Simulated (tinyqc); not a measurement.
# Effect of the position of a charge sheet

One sheet of 3.7e11 cm^-2 lies at the depth x from the gate; it shifts Vfb by -(q/eps0) Q s, with s = x/e2 in layer 2 and t2/e2 + (x - t2)/e1 in layer 1, and it induces the share s/(t1/e1 + t2/e2) of its image in the semiconductor.

Values chosen for this exercise:
```
symbol  value  unit                                          meaning
t1        0.4    nm  thickness of layer 1, next to the semiconductor
e1       3.75                       relative permittivity of layer 1
t2        5.1    nm           thickness of layer 2, next to the gate
e2       22.8                       relative permittivity of layer 2
```

Constants: q = 1.602176634e-19 C, eps0 = 8.8541878128e-14 F/cm where lengths are in cm. Results are converted to the units shown.

Results:
```
x (nm)  shift (mV)  image in the semiconductor (%)
0                0                               0
0.69        -2.026                           9.161
1.38        -4.052                           18.32
2.06        -6.049                           27.35
2.75        -8.075                           36.51
3.44        -10.10                           45.67
4.81        -14.12                           63.86
5.5         -22.12                           100.0
```

Estimate the missing row, x = 4.12 nm.

Computed row:
```
x (nm)  shift (mV)  image in the semiconductor (%)
4.12        -12.10                           54.70
```

With this row back in the table: The shift grows from 0 at the gate to -22.1 mV at the semiconductor, by -2.94 mV/nm in layer 2 and -17.9 mV/nm in layer 1, the ratio of the permittivities. A sheet between the layers has 67.7 % of its full effect.

Computed by the program tinyqc: `OMP_NUM_THREADS=1 python tinyqc.py 2010163 2010164 out.jsonl`, one thread of a shared Intel Xeon 2.30GHz, about 0.01 s for the whole run.
